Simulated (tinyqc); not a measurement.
## CMOS latch-up, two-transistor model: effect of the temperature

A parasitic pnp (emitter at Vdd, base shunted by Rw) and npn (emitter at ground, base shunted by Rs) feed each other: the npn collector current flows out of the pnp base node, the pnp collector current into the npn base node. Forward-active transistors with constant gains: Icn = Isn exp(Vn/Vt), Icp = Isp (exp(Vp/Vt) - 1). A current Ii is injected into the npn base node.

Isn, Isp and Von are given at 325 K; the currents scale as T^3 exp(-1.12 V/Vt), Von falls by 1.5 mV/K, gains and resistances are fixed. Node equations: Vp/Rw + Icp/bp = Icn and Vn/Rs + Icn/bn = Icp + Ii. Loop gain G = gn gp/[(1/Rw + gp/bp)(1/Rs + gn/bn)], gn = Icn/Vt, gp = (Icp + Isp)/Vt; the off state ends where G = 1, and Ii there is the trigger current. On state with both base-emitter voltages at Von: npn base current Ib = (Von/Rs + bp Von/Rw)/(bn bp - 1), holding current Ih = (bn + 1) Ib + Von/Rs, holding voltage Vh = Vsat + Von + R2 (Ib + Von/Rs).

Inputs (values chosen for the exercise); values close to those of bulk CMOS: current gain of the npn bn = 22.9; current gain of the pnp bp = 2.2; saturation current of the npn at the reference temperature Isn = 2.6e-14 A; saturation current of the pnp at the reference temperature Isp = 8.2e-15 A; substrate resistance shunting the npn Rs = 250 ohm; well resistance shunting the pnp Rw = 1200 ohm; resistance from the pnp collector to the npn base R2 = 180 ohm; base-emitter voltage in the on state Von = 0.71 V; saturation voltage Vsat = 0.14 V; supply voltage Vdd = 0.9 V.

Constants: q = 1.602176634e-19 C, kB = 1.380649e-23 J/K, Vt = kB T/q. Results are converted to the units shown.

Results:

| T (K) | Vn at trigger (V) | trigger current (mA) | Ih (mA) | Vh (V) |
|---|---|---|---|---|
| 233 | 0.8166 | 3.290 | 5.786 | 1.617 |
| 263 | 0.7677 | 3.092 | 5.479 | 1.538 |
| 293 | 0.7174 | 2.887 | 5.172 | 1.460 |
| 353 | 0.6128 | 2.461 | 4.558 | 1.303 |
| 383 | 0.5585 | 2.240 | 4.251 | 1.225 |
| 413 | 0.5029 | 2.012 | 3.944 | 1.146 |
| 443 | 0.4460 | 1.778 | 3.637 | 1.068 |

Estimate the missing row, T = 323 K.

Computed row:

| T (K) | Vn at trigger (V) | trigger current (mA) | Ih (mA) | Vh (V) |
|---|---|---|---|---|
| 323 | 0.6658 | 2.677 | 4.865 | 1.382 |

With this row back in the table: As T goes from 233 to 443 K, the trigger current falls from 3.29 to 1.78 mA, Ih falls from 5.79 to 3.64 mA and Vh falls from 1.62 to 1.07 V. Vh exceeds the supply Vdd = 0.9 V, which then cannot sustain a latched state, in 8 of the 8 rows.

Computed by the program tinyqc: `OMP_NUM_THREADS=1 python tinyqc.py 2670111 2670112 out.jsonl`, one thread of a shared Intel Xeon 2.30GHz, about 0.06 s for the whole run.
